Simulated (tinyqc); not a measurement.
Deformation-potential model of the X valleys of a conduction band: one step. Strain from a biaxial (001) stress.

s11 = (C11 + C12)/((C11 - C12)(C11 + 2 C12)), s12 = -C12/((C11 - C12)(C11 + 2 C12)), s44 = 1/C44; exx = s11 sxx + s12 (syy + szz) and cyclic, exy = s44 sxy/2; tension is positive. A uniaxial stress X along the unit vector n is s_ij = X n_i n_j. Biaxial (001) means sxx = syy = X.

Parameters, chosen for this exercise (near those of AlAs; not measured data): C11 = 125.1 GPa; C12 = 53.8 GPa; C44 = 54 GPa; load = biaxial (001) (kind of stress); X = -1.02 GPa (stress).

Problem. Form the compliances and the strain.

Give: s11, s12, s44; strain tensor.

Solution.

s11, s12, s44 (1/TPa): 10.7826  -3.2426  18.5185

strain tensor:
```
           x          y         z
x  -0.007691   0.000000  0.000000
y   0.000000  -0.007691  0.000000
z   0.000000   0.000000  0.006615
```

Computed by tinyqc, a small Python program: `OMP_NUM_THREADS=1 python tinyqc.py 1080727 1080728 out.jsonl` (the numbers bound the seed that draws the inputs); one thread of a shared host (Intel(R) Xeon(R) Processor @ 2.30GHz), about 0.03 s for the whole set of steps.
